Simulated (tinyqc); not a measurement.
# Small-signal admittance of a forward-biased p+-n diode: two studies

Holes injected into a neutral base of width wb with an ohmic contact at its end; low injection, p0 far above the equilibrium density. A small voltage v exp(i w t), w = 2 pi f, modulates the edge density by p0 v/Vt, and the small-signal density obeys Dp d2p/dx2 = (1/tau + i w) p.

Parameters, values chosen for the exercise; permittivity close to that of germanium: temperature T = 300 K; relative permittivity eps_r = 16; donor density of the base Nd = 2.2e15 cm^-3; hole diffusion coefficient Dp = 20 cm^2/s; hole lifetime tau = 1e-8 s; width of the neutral base wb = 0.58 um; excess hole density at the junction edge p0 = 2.1e12 cm^-3; acceptor density of the p+ side Na = 6e19 cm^-3; series resistance Rs = 0.00024 ohm cm^2; signal frequency f = 4.9e9 Hz.

Constants: q = 1.602176634e-19 C, kB = 1.380649e-23 J/K, Vt = kB T/q, eps0 = 8.8541878128e-14 F/cm where lengths are in cm. Results are converted to the units shown.

Each table varies one quantity; the others keep the values above.

## Admittance against frequency

L = sqrt(Dp tau); direct current J = (q Dp p0/L) coth(wb/L); k = sqrt(1 + i w tau)/L; diffusion admittance Y = (q Dp p0/Vt) k coth(k wb) = G + i w C_diff; junction capacitance C_j = sqrt(q eps0 eps_r Nd/(2 Vr)) in the depletion approximation, with the remaining barrier Vr = Vt ln(Na/p0), a rough value under forward bias; base-width modulation is left out. Measured admittance 1/[Rs + 1/(Y + i w C_j)].

The same in every row: C_j (uF/cm^2) = 0.02372.

Admittance against frequency:
```
f (Hz)	w tau	G (S/cm^2)	C_diff (uF/cm^2)	measured G (S/cm^2)	measured C (uF/cm^2)	phase of the measured Y (degrees)
6e6	0.3770	4.513	2.511e-4	4.508	0.02392	11.31
3e7	1.885	4.513	2.511e-4	4.513	0.02392	44.97
1e8	6.283	4.514	2.510e-4	4.563	0.02392	73.11
5e8	31.42	4.541	2.506e-4	5.892	0.02391	85.52
2e9	125.7	4.938	2.443e-4	26.50	0.02378	84.93
8e9	502.7	8.821	1.848e-4	326.7	0.02198	73.53
3e10	1885	17.88	9.470e-5	2238	0.01098	42.76
1e11	6283	32.63	5.192e-5	3864	0.001715	15.58
6e11	3.770e4	79.91	2.120e-5	4157	5.134e-5	2.666
```

G starts at J/Vt = 4.51 S/cm^2 and C_diff at (J tau/(2 Vt))(1 - 2 x/sinh 2x) = 2.51e-4 uF/cm^2, x = wb/L = 0.130. Between the last two rows G goes as f^(0.50) and C_diff as f^(-0.50); the limits are 1/2 and -1/2, reached when the signal penetrates only sqrt(Dp/w). The measured C is 0.22 % below C_diff + C_j in the first row and 100 % below it in the last, the difference being due to Rs.

## Effect of the width of the neutral base

Same model as above.

The same in every row: w tau = 307.88; C_j (uF/cm^2) = 0.023718.

Results:
```
wb (um)	G (S/cm^2)	C_diff (uF/cm^2)	measured G (S/cm^2)	measured C (uF/cm^2)	phase of the measured Y (degrees)
0.22	11.986	9.5076e-5	136.03	0.022970	79.112
0.44	7.0091	1.8079e-4	132.38	0.023101	79.456
0.88	7.1428	2.3821e-4	133.09	0.023151	79.424
1.7	7.2320	2.3414e-4	133.13	0.023147	79.419
6.8	7.2332	2.3418e-4	133.13	0.023147	79.419
14	7.2332	2.3418e-4	133.13	0.023147	79.419
27	7.2332	2.3418e-4	133.13	0.023147	79.419
```

Estimate the missing row, wb = 3.4 um.

Computed row:
```
wb (um)	G (S/cm^2)	C_diff (uF/cm^2)	measured G (S/cm^2)	measured C (uF/cm^2)	phase of the measured Y (degrees)
3.4	7.2332	2.3418e-4	133.13	0.023147	79.419
```

With this row back in the table: As wb goes from 0.22 to 27, G goes from 12.0 through a minimum of 7.01 (at wb = 0.44 among the rows listed) to 7.23 S/cm^2, C_diff moves up and down between 9.51e-5 and 2.38e-4 uF/cm^2 and the measured C rises from 0.0230 to 0.0231 uF/cm^2. C_diff stays below C_j.

tinyqc, about 0.01 s, one thread, Intel Xeon 2.30GHz (shared host): `OMP_NUM_THREADS=1 python tinyqc.py 2890179 2890180 out.jsonl`
